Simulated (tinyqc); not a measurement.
Worked calculation: bond-orbital model of a tetrahedral semiconductor (Harrison's universal couplings). Values are carried at full precision from step to step, so a last printed digit may differ when a step is redone from the rounded ones.

Hybrid level eh = (es + 3 ep)/4; metallic energy V1 = (ep - es)/4 for each atom; covalent energy V2 = 3.22 hbar^2/(m d^2); polar energy V3 = (ehc - eha)/2; hbar^2/m = 2c, c = hbar^2/2m0. Polarity ap = V3/sqrt(V2^2 + V3^2), covalency ac = V2/sqrt(V2^2 + V3^2). p-p coupling at Gamma Exx = (4/3)(2.22 - 2 x 0.63) hbar^2/(m d^2) = 1.28 hbar^2/(m d^2), s-s coupling Ess = 4 x 1.32 hbar^2/(m d^2).

Constants: hbar^2/2m0 = 3.80998211 eV angstrom^2.

Parameters, chosen for this exercise (near tabulated values for GaAs; the model gives trends, and its gaps can be far from the real ones; not measured data):
- esc = -11.43 eV (s level, cation)
- epc = -5.62 eV (p level, cation)
- esa = -18.86 eV (s level, anion)
- epa = -9.08 eV (p level, anion)
- d = 2.45 angstrom (bond length)
- Z = 5 (valence electrons of the anion)

## The three energies

Form the hybrid levels, V1, V2 and V3.

hbar^2/(m d^2) = 1.2695 eV

hybrid levels (eV): cation -7.0725, anion -11.5250

V1 (eV): cation 1.4525, anion 2.4450

V2, V3 (eV): 4.0877  2.2262

## Bond and antibond

The 2 x 2 problem [[ehc, -V2], [-V2, eha]] gives (ehc + eha)/2 -/+ sqrt(V2^2 + V3^2); ap = V3/sqrt(V2^2 + V3^2), ac = V2/sqrt(V2^2 + V3^2); the bond has weight (1 + ap)/2 on the anion.

levels (eV): bond -13.9533, antibond -4.6442

ap = 0.4783
ac = 0.8782
weight on the anion = 0.7391

## Charges

With dZ = Z - 4: effective charge Z* = 4 ap - dZ (positive on the cation); transverse charge eT* = Z* + (8/3) ap ac^2.

Z* = 0.913 e
eT* = 1.897 e

Charge that flows along the bonds as they stretch adds 0.98 e to the static value.

## Metallicity and a gap from the bond picture

Neighbouring bonds couple through V1: averaged V1b = V1c (1 - ap)/2 + V1a (1 + ap)/2 for the bond band and V1x = V1c (1 + ap)/2 + V1a (1 - ap)/2 for the antibond band. The top of the bond band lies V1b above the bond level and the bottom of the antibond band 3 V1x below the antibond level, so the gap is 2 sqrt(V2^2 + V3^2) - V1b - 3 V1x; metallicity am = (V1b + 3 V1x)/(2 sqrt(V2^2 + V3^2)).

V1b, V1x (eV): 2.1861  1.7114

gap = 1.989 eV
am = 0.786

The gap closes where am reaches one. The model gives trends; its gap can miss the real one by a factor of two to five, most in ratio for narrow gaps and most in eV for first-row compounds.

## Band edges at Gamma

Ev is the lower root of [[epa, Exx], [Exx, epc]] and the s-like conduction level the upper root of [[esa, Ess], [Ess, esc]], with Exx = 1.28 u and Ess = 5.28 u, u = hbar^2/(m d^2).

Exx, Ess (eV): 1.6249  6.7028

Ev = -9.723 eV
s-like conduction level = -7.482 eV
E0 gap = 2.242 eV

Universal couplings give the trend of E0 from compound to compound, not its value; it can miss by several eV and by a factor of two or more, and spin-orbit coupling is left out.

## Checks

- Bond level from the formula against the 2 x 2 matrix: both -13.9533.

Run: tinyqc, `OMP_NUM_THREADS=1 python tinyqc.py 1451311 1451312 out.jsonl`; Intel(R) Xeon(R) Processor @ 2.30GHz, one thread, shared host; about 0.01 s of CPU time with all checks.
